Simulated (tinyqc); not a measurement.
Stillinger-Weber potential for a tetrahedral semiconductor: one step, computed by the program tinyqc. Command: `OMP_NUM_THREADS=1 python tinyqc.py 3002684 3002685 out.jsonl swsi walk`. One thread of a shared host (Intel(R) Xeon(R) Processor @ 2.30GHz), about 0.04 s of CPU time with the checks.

With x = r/sigma: pair term eps A (B x^-4 - 1) exp(1/(x - a)); for each pair of neighbours j, k of atom i, three-body term eps lambda exp(gamma/(x_ij - a) + gamma/(x_ik - a)) (cos theta_jik + 1/3)^2; both vanish beyond x = a. A = 7.049556277, B = 0.6022245584, a = 1.8.

Task: The diamond lattice. All angles are tetrahedral, so only the pair term acts; its minimum lies at x = 2^(1/6) with depth eps, and second neighbours lie beyond the cut-off. a0 = 4 d/sqrt3; E = -2 eps per atom.

Inputs (values chosen for the exercise, modelled on silicon): energy scale eps = 2.198 eV; length scale sigma = 2.089 angstrom.

Give: bond length d; lattice constant a0; energy per atom.

Result:

bond length d = 2.345 angstrom

lattice constant a0 = 5.415 angstrom

energy per atom = -4.396 eV
